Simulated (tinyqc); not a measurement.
Length of a polyene: Hueckel, PPP and singles CI along the polyenes. Computed by the program tinyqc. Command: `OMP_NUM_THREADS=1 python tinyqc.py 112136 112137 out.jsonl`; one thread of a shared host (Intel(R) Xeon(R) Processor @ 2.60GHz), about 0.2 s.

All-trans chains of carbon centres 1.40 angstrom apart:
```
parameter                               value
beta (eV), times 1 +/- alternation  -2.380000
alternation                          0.190000
W (eV)                              11.160000
gamma_rr (eV)                       10.470000
repulsion formula                        Ohno
```

Hueckel uses the same beta without repulsion; CIS keeps all single excitations and so misses the low, doubly excited 2Ag state. W is the valence ionisation energy of a centre, MN the Mataga-Nishimoto formula, f the oscillator strength.

Gaps and excitations (eV):
```
centres  Hueckel gap  PPP orbital gap  bright singlet (CIS)      f  lowest triplet (CIS)
2              5.664           13.002                 7.231  0.620                 4.098
4              4.056           10.798                 5.878  1.077                 3.285
6              3.321            9.730                 5.131  1.465                 2.905
8              2.910            9.125                 4.678  1.820                 2.709
10             2.653            8.748                 4.385  2.157                 2.599
12             2.479            8.498                 4.185  2.486                 2.532
14             2.355            8.323                 4.042  2.812                 2.488
```

The Hueckel gap tends to 4 x alternation x |beta| = 1.81 eV for long chains. Exchange opens the PPP orbital gap, and the attraction of electron and hole brings the bright state 4.28 eV below it at 14 centres; the triplet lies 1.55 eV lower still.
